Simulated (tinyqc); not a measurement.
Born-Oppenheimer dynamics on the unrestricted LDA (VWN5)/6-31g surface (energies and gradients from PySCF), for H4+, spin multiplicity 2, step by step. Computed by tinyqc, a small Python program that keeps every step (integrals from PySCF). Settings: charge = 1, multiplicity = 2, basis = 6-31g, functional = lda,vwn, time step (fs) = 0.5, steps = 24. Command: `OMP_NUM_THREADS=1 python tinyqc.py 20882 20883 out.jsonl` (the two numbers bound the seeds that draw the settings). One thread of a shared host (Intel(R) Xeon(R) Processor @ 2.60GHz), about 10 s of CPU time with the checks.

positions (bohr):
```
           x         y         z
1H  -0.05669  -0.06047   0.06614
2H   0.03779  -0.03590   1.31714
3H  -0.07748   2.05791  -0.04535
4H   0.02835   1.92752   1.37194
```

The total energy should stay constant up to terms of order dt^2; the step counts as short enough if it moves by less than 2 % of the largest kinetic energy.

Trajectory:
```
time (fs)  1H-2H (angstrom)  potential (hartree)  kinetic (hartree)  total (hartree)
0.00000             0.66401           -1.6860853          0.0008373       -1.6852480
0.50000             0.67336           -1.6919951          0.0065210       -1.6854741
1.00000             0.71063           -1.7061676          0.0202154       -1.6859522
1.50000             0.76661           -1.7212983          0.0351148       -1.6861835
2.00000             0.83106           -1.7330282          0.0468622       -1.6861661
2.50000             0.89606           -1.7407384          0.0546691       -1.6860693
3.00000             0.95652           -1.7453431          0.0593622       -1.6859809
3.50000             1.00949           -1.7478803          0.0619633       -1.6859170
4.00000             1.05338           -1.7491391          0.0632680       -1.6858711
4.50000             1.08739           -1.7496849          0.0638489       -1.6858360
5.00000             1.11121           -1.7499352          0.0641265       -1.6858088
5.50000             1.12479           -1.7501962          0.0644071       -1.6857892
6.00000             1.12828           -1.7506659          0.0648879       -1.6857779
6.50000             1.12195           -1.7514242          0.0656486       -1.6857756
7.00000             1.10620           -1.7524265          0.0666445       -1.6857820
7.50000             1.08159           -1.7535109          0.0677160       -1.6857949
8.00000             1.04887           -1.7544349          0.0686247       -1.6858102
8.50000             1.00905           -1.7549454          0.0691233       -1.6858222
9.00000             0.96353           -1.7548660          0.0690380       -1.6858279
9.50000             0.91429           -1.7541411          0.0683095       -1.6858316
10.00000            0.86406           -1.7527864          0.0669473       -1.6858391
10.50000            0.81649           -1.7508260          0.0649859       -1.6858401
11.00000            0.77618           -1.7484462          0.0626402       -1.6858060
11.50000            0.74809           -1.7463368          0.0605999       -1.6857369
12.00000            0.73634           -1.7455759          0.0598747       -1.6857012
```

Is the time step short enough?

Yes. The total energy moves within 9.4e-04 hartree, under 2 % of the largest kinetic energy.
